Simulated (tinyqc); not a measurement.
Worked calculation: UKS/LDA (VWN5) in the sto-6g basis, for BeH, spin multiplicity 2. One step of it, computed by the program tinyqc.

Question. Orthogonalisation. S = U s U^T; symmetric (Loewdin) form X = U s^(-1/2) U^T, so that X^T S X = 1.

overlap S, order 1Be 1s, 1Be 2s, 1Be 2px, 1Be 2py, 1Be 2pz, 2H 1s:
$$\begin{pmatrix}
1.000000 & 0.254764 & 0.000000 & 0.000000 & 0.000000 & 0.039570 \\
0.254764 & 1.000000 & 0.000000 & 0.000000 & 0.000000 & 0.357629 \\
0.000000 & 0.000000 & 1.000000 & 0.000000 & 0.000000 & 0.000000 \\
0.000000 & 0.000000 & 0.000000 & 1.000000 & 0.000000 & 0.000000 \\
0.000000 & 0.000000 & 0.000000 & 0.000000 & 1.000000 & 0.440332 \\
0.039570 & 0.357629 & 0.000000 & 0.000000 & 0.440332 & 1.000000
\end{pmatrix}$$

Give: eigenvalues of S; X.

Answer.

eigenvalues of S: [0.4180, 0.7992, 1.0000, 1.0000, 1.1780, 1.6048]

X, order 1Be 1s, 1Be 2s, 1Be 2px, 1Be 2py, 1Be 2pz, 2H 1s:
$$\begin{pmatrix}
1.0265 & -0.1402 & 0.0000 & 0.0000 & -0.0088 & 0.0213 \\
-0.1402 & 1.0925 & 0.0000 & 0.0000 & 0.0803 & -0.2329 \\
0.0000 & 0.0000 & 1.0000 & 0.0000 & 0.0000 & 0.0000 \\
0.0000 & 0.0000 & 0.0000 & 1.0000 & 0.0000 & 0.0000 \\
-0.0088 & 0.0803 & 0.0000 & 0.0000 & 1.0963 & -0.2805 \\
0.0213 & -0.2329 & 0.0000 & 0.0000 & -0.2805 & 1.1607
\end{pmatrix}$$
